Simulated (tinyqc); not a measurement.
Electron mobility in a silicon inversion layer, empirical terms and Matthiessen rule: one step of the calculation.

Inversion layer of sheet density Ns on a uniformly doped body. The mobility terms are empirical power laws with prefactors chosen for the exercise; adding their inverses (Matthiessen) is itself an approximation.

Task. Inversion density for the measured current. I = (W/L) q Ns mu Vd. E = q (Ndep + eta Ns)/(eps0 eps_r) in MV/cm. With t = T/(300 K): muC = Ac (Ns/1e12 cm^-2) t/(Nb/1e17 cm^-3 + Nit/1e11 cm^-2), muP = Ap E^(-1/3) t^(-1.75), muS = As E^(-gs); 1/mu is the sum of the inverses. Ns(new) = I/((W/L) q mu Vd).

Values chosen for this exercise; material values close to those of silicon:
- T = 250 K (temperature)
- eps_r = 11.7 (relative permittivity of the semiconductor)
- Nb = 2.1e18 cm^-3 (body doping)
- eta = 0.5 (weight of the inversion charge in the effective field)
- Ap = 411 cm^2/(V s) (phonon-limited mobility at 1 MV/cm and 300 K)
- As = 1090 cm^2/(V s) (roughness-limited mobility at 1 MV/cm)
- gs = 2 (exponent of the roughness term)
- Ac = 2100 cm^2/(V s) (Coulomb prefactor)
- Nit = 1.1e11 cm^-2 (charge at the interface)
- WL = 20 (ratio W/L)
- Vd = 0.02 V (drain voltage)
- I = 5.8 uA (measured linear current)

Constants: q = 1.602176634e-19 C, eps0 = 8.8541878128e-14 F/cm where lengths are in cm. Results are converted to the units shown.

Ns after iteration 1 = 2.1412957e12 cm^-2
Ndep = 5.9686655e12 cm^-2

Wanted: E; mu; Ns after iteration 2.

Result.

E = 1.089 MV/cm
mu = 113.6 cm^2/(V s)
Ns after iteration 2 = 7.968e11 cm^-2

Numbers from tinyqc (`OMP_NUM_THREADS=1 python tinyqc.py 2510105 2510106 out.jsonl`; about 0.01 s on one thread of a shared Intel Xeon 2.30GHz).
